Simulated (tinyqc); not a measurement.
# Barrier height from two thicknesses

Inverse problem. Through a thick flat barrier T = c exp(-2 kappa t) with a prefactor c that does not depend on t, and kappa = sqrt(m1 phi1/C), C = hbar^2/(2 m0). Find kappa, the decades lost for each nanometre, c and phi1.

Parameters, values chosen for the exercise: tunnelling mass of layer 1 m1 = 0.52 m0.

Constants: q = 1.602176634e-19 C, hbar = 1.054571817e-34 J s, m0 = 9.1093837015e-31 kg, hbar^2/(2 m0) = 0.0380998212 eV nm^2. Results are converted to the units shown.

T at t = 1 and 2.3 nm: [3.7413166e-6, 1.2562358e-13]

Answer. The ratio of the two values removes c: kappa = ln(T_a/T_b)/(2 (t_b - t_a)).

kappa = 6.619 1/nm
decades a nanometre = 5.749
c = 2.100
phi1 = 3.210 eV

Numbers from tinyqc (`OMP_NUM_THREADS=1 python tinyqc.py 2540030 2540031 out.jsonl`; about 0.02 s on one thread of a shared Intel Xeon 2.30GHz).
